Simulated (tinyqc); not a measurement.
Worked calculation: tight binding, dimerised chain. Computed by tinyqc, a small Python program that keeps every step. Settings: t1 = 0.44, t2 = 1.64, delta = 0, points = 8, cells = 4. Command: `OMP_NUM_THREADS=1 python tinyqc.py 25078 25079 out.jsonl` (the two numbers bound the seeds that draw the settings). One thread of a shared host (Intel(R) Xeon(R) Processor @ 2.60GHz), about 0.01 s of CPU time with the checks.

## Bloch Hamiltonian at k

Parameters chosen for this model:
```
parameter     value                      unit
t1         0.440000       eV, inside the cell
t2         1.640000         eV, between cells
delta             0  eV, +/- on the two sites
```

k point k (2 pi / a): [0.010000]

H_AA = +delta, H_BB = -delta, H_AB = -t1 - t2 exp(-i k a).

H(k) at k (eV), order A, B:
```
[[0.000000, -2.076764+0.102976i],
 [-2.076764-0.102976i, 0.000000]]
```

## Levels at k

Diagonalise the Hermitian matrix.

eigenvalues (eV): [-2.079315, 2.079315]

weights |c|^2 of the basis functions, order A, B:
```
[[0.500000, 0.500000],
 [0.500000, 0.500000]]
```

## Bloch Hamiltonian at X

k point X (2 pi / a): [0.500000]

As before.

H(k) at X (eV), order A, B:
```
[[0.000000, 1.200000],
 [1.200000, 0.000000]]
```

## Levels at X

As before.

eigenvalues (eV): [-1.200000, 1.200000]

weights |c|^2 of the basis functions, order A, B:
```
[[0.500000, 0.500000],
 [0.500000, 0.500000]]
```

## Bands along a path

The same steps at evenly spaced points between the labelled ones.

Bands along the path (eV):
```
k            band 1    band 2
G         -2.080000  2.080000
G-X 0.25  -1.975777  1.975777
G-X 0.50  -1.697999  1.697999
G-X 0.75  -1.364809  1.364809
X         -1.200000  1.200000
```

With 1 band(s) filled, the highest filled level on these points lies at X and the lowest empty one at X: a gap of 2.4000 eV, direct.

## Berry (Zak) phase of the lower band

On 8 points k_j = j/N: phase = -Im ln of the product of <u_j|u_(j+1)>, closed with u_N = u_0 (the cell-periodic part is taken without the site positions). Single arguments depend on the phases chosen for the u_j; only their sum modulo 2 pi does not.

Overlaps:
```
j  |<u_j|u_j+1>|  argument (rad)
0       0.951218        0.313635
1       0.942520       -0.967973
2       0.917612        1.717443
3       0.873869        0.507692
4       0.873869        0.507692
5       0.917612        1.717443
6       0.942520       -0.967973
7       0.951218        0.313635
```

phase / pi, folded into (-1, 1] = 1.000000

## Open chain of 4 cells

H of the open chain (eV):
```
[[0.000000, -0.440000, 0.000000, 0.000000, 0.000000, 0.000000, 0.000000, 0.000000],
 [-0.440000, 0.000000, -1.640000, 0.000000, 0.000000, 0.000000, 0.000000, 0.000000],
 [0.000000, -1.640000, 0.000000, -0.440000, 0.000000, 0.000000, 0.000000, 0.000000],
 [0.000000, 0.000000, -0.440000, 0.000000, -1.640000, 0.000000, 0.000000, 0.000000],
 [0.000000, 0.000000, 0.000000, -1.640000, 0.000000, -0.440000, 0.000000, 0.000000],
 [0.000000, 0.000000, 0.000000, 0.000000, -0.440000, 0.000000, -1.640000, 0.000000],
 [0.000000, 0.000000, 0.000000, 0.000000, 0.000000, -1.640000, 0.000000, -0.440000],
 [0.000000, 0.000000, 0.000000, 0.000000, 0.000000, 0.000000, -0.440000, 0.000000]]
```

The same hoppings without the wrap-around bond.

levels (eV): [-1.985333, -1.725106, -1.387660, -0.007886, 0.007886, 1.387660, 1.725106, 1.985333]

weights of the highest filled level on the sites: [0.464087, 0.000149, 0.033384, 0.002380, 0.002380, 0.033384, 0.000149, 0.464087]

The bulk gap runs from -1.2000 to 1.2000 eV; 2 level(s) of this chain lie inside it: end states, which need the weaker bond inside the cell and a chain longer than their decay length.
